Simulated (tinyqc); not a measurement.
Length of a polyene: Hueckel, PPP and singles CI along the polyenes. Computed by the program tinyqc. Hueckel uses the same beta without repulsion; CIS keeps all single excitations and so misses the low, doubly excited 2Ag state. W is the valence ionisation energy of a centre, MN the Mataga-Nishimoto formula, f the oscillator strength.

All-trans chains of carbon centres 1.40 angstrom apart:
```
parameter                               value
beta (eV), times 1 +/- alternation  -2.110000
alternation                          0.050000
W (eV)                              11.160000
gamma_rr (eV)                       11.430000
repulsion formula                          MN
```

Gaps and excitations (eV):
```
centres  Hueckel gap  PPP orbital gap  bright singlet (CIS)       f  lowest triplet (CIS)
2             4.4310           9.8448                7.4391  0.6378                1.4229
4             2.8588           7.6918                5.2474  0.9722                0.7651
6             2.1423           6.6046                4.2455  1.3705                0.4785
8             1.7370           5.9523                3.6545  1.7434                0.3247
10            1.4773           5.5214                3.2649  2.0911                0.2314
12            1.2972           5.2189                2.9909  2.4178                0.1702
14            1.1652           4.9973                2.7897  2.7287                0.1276
```

What does the comparison show, and why?

The Hueckel gap tends to 4 x alternation x |beta| = 0.42 eV for long chains. Exchange opens the PPP orbital gap, and the attraction of electron and hole brings the bright state 2.21 eV below it at 14 centres; the triplet lies 2.66 eV lower still.
